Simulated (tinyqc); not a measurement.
Gamma, L and X subbands of a thin body with non-parabolic valleys: sweeps and comparisons. A value that a table varies takes the place of the one given here.

Hard walls, flat band, c = hbar^2/2m0, energies from the bulk Gamma edge. For a valley at angle theta to the normal 1/m_z = cos^2/ml + sin^2/mt and m_d = sqrt(ml mt^2/m_z). Subband n starts at E_v + e with e (1 + a e) = c (n pi/t)^2/m_z, and its density-of-states mass is taken as m_d (1 + 2 a e), without further growth at higher in-plane energy. Groups are named by valley and degeneracy.

n_i = g m/(2 pi c) kB T ln(1 + exp((EF - E_i)/kB T)), sum n_i = Ns (1e12/cm^2 = 1e-4/angstrom^2), c = hbar^2/2m0. Quantum capacitance Cq = 1602.176634 sum g m/(2 pi c) f_i in microfarad/cm^2 with f_i = 1/(1 + exp((E_i - EF)/kB T)); Cox = 34.5313/eot (one gate); C/Cox = Cq/(Cq + Cox), the centroid term left out.

Constants: hbar^2/2m0 = 3.80998211 eV angstrom^2; kB = 8.617333262e-05 eV/K.

Values chosen for the exercise (near those of a thin GaSb channel; not measured data):

| symbol | value | unit | meaning |
|---|---|---|---|
| face | 100 |  | surface |
| mG | 0.0389 | m0 | Gamma mass |
| aG | 1.16 | 1/eV | Gamma non-parabolicity |
| EL | 0.081 | eV | L edge above Gamma |
| mL | (1.301, 0.103) | m0 | L valleys (four, along <111>): ml, mt |
| EX | 0.353 | eV | X edge above Gamma |
| mX | (1.548, 0.222) | m0 | X valleys (three, along <100>): ml, mt |
| aS | 0.42 | 1/eV | non-parabolicity of L and X |
| Ns | 4.2 | x 1e12/cm^2 | sheet density |
| T | 300 | K | temperature |
| eot | 10 | angstrom | equivalent oxide thickness |
| ts | (18, 24, 30, 40, 55, 75, 110) | angstrom | thicknesses |
| t | 58 | angstrom | body thickness |
| Nl | (0.5, 1, 2, 4, 7, 11, 16) | x 1e12/cm^2 | sheet densities |

## Thinning the body

Lowest edge of each valley type, the lowest group, the Gamma share and C/Cox, with n = 1 to 8 of all groups.

Results:

| t (angstrom) | Gamma (eV) | L (eV) | X (eV) | lowest | Gamma share (%) | C/Cox |
|---|---|---|---|---|---|---|
| 18 | 1.230 | 0.701 | 0.426 | X1 | 0.0 | 0.787 |
| 24 | 0.847 | 0.460 | 0.394 | X1 | 0.0 | 0.857 |
| 30 | 0.623 | 0.335 | 0.380 | L4 | 0.0 | 0.870 |
| 40 | 0.410 | 0.230 | 0.368 | L4 | 0.0 | 0.868 |
| 55 | 0.248 | 0.162 | 0.361 | L4 | 0.2 | 0.867 |
| 75 | 0.147 | 0.125 | 0.357 | L4 | 1.9 | 0.867 |
| 110 | 0.074 | 0.102 | 0.355 | G1 | 7.4 | 0.869 |

From 110 down to 18 angstrom Gamma rises by 1.16 eV, L by 0.60 and X by 0.07 eV, the light Gamma mass moving most. The lowest group changes from G1 to L4 between 110 and 75 angstrom. The lowest group changes from L4 to X1 between 30 and 24 angstrom. The Gamma share goes from 7 % to 0 %. C/Cox is 0.87 and 0.79 at the ends and lies between 0.79 and 0.87. Hard walls overstate the rise in the thinnest rows.

## Raising the sheet density

Fixed thickness, n = 1 to 8 of all groups; the gate overdrive above the lowest edge is (EF - E_lowest)/e + 0.1602177 Ns/Cox in volts.

Results:

| Ns (1e12/cm^2) | EF - lowest (eV) | Gamma share (%) | Cq | C/Cox | overdrive (V) |
|---|---|---|---|---|---|
| 0.5 | -0.086 | 0.3 | 3.04 | 0.469 | -0.063 |
| 1.0 | -0.067 | 0.3 | 5.98 | 0.634 | -0.021 |
| 2.0 | -0.048 | 0.3 | 11.55 | 0.770 | 0.044 |
| 4.0 | -0.029 | 0.3 | 21.58 | 0.862 | 0.157 |
| 7.0 | -0.011 | 0.3 | 34.19 | 0.908 | 0.314 |
| 11.0 | 0.004 | 0.4 | 47.36 | 0.932 | 0.515 |
| 16.0 | 0.019 | 0.5 | 59.42 | 0.945 | 0.762 |

The lowest subband is L4 n=1; the light Gamma level lies 73 meV above it, lifted there by confinement. At the highest density band filling takes 0.019 V of the 0.762 V overdrive. Cq grows from 3.0 to 59.4 microfarad/cm^2 while EF moves from -0.086 to +0.019 eV against the lowest edge; the Gamma share stays near 0 %.

## What each parameter does

n = 1 to 8 of all groups. Each row changes one parameter from the base and keeps the others.

Results:

| case | lowest edge (eV) | EF (eV) | Gamma share (%) | C/Cox |
|---|---|---|---|---|
| base | 0.154 | 0.127 | 0.3 | 0.867 |
| t = 66 angstrom | 0.138 | 0.111 | 0.8 | 0.867 |
| mG = 0.0447 m0 | 0.154 | 0.127 | 0.9 | 0.867 |
| aG = 0.81 1/eV | 0.154 | 0.127 | 0.2 | 0.867 |
| EL = 0.131 eV | 0.204 | 0.176 | 2.0 | 0.867 |
| Ns = 6.3 x 1e12/cm^2 | 0.154 | 0.139 | 0.3 | 0.901 |
| eot = 8 angstrom | 0.154 | 0.127 | 0.3 | 0.839 |
| T = 250 K | 0.154 | 0.136 | 0.2 | 0.884 |

The largest shifts from the base row, up to three for each result and ties (the steps differ in size, so this ranks the rows, not the parameters). lowest edge (eV): EL +0.050, t -0.016; unchanged at the printed digits by mG, aG, Ns, eot and T. EF (eV): EL +0.049, t -0.016, Ns +0.013; unchanged at the printed digits by mG, aG and eot. Gamma share (%): EL +1.7, mG +0.6, t +0.5; unchanged at the printed digits by Ns and eot. C/Cox: Ns +0.034, eot -0.028, T +0.017; unchanged at the printed digits by t, mG, aG and EL.

(tinyqc, `OMP_NUM_THREADS=1 python tinyqc.py 1252156 1252157 out.jsonl`, Intel(R) Xeon(R) Processor @ 2.30GHz, 1 thread, shared host, about 0.03 s.)
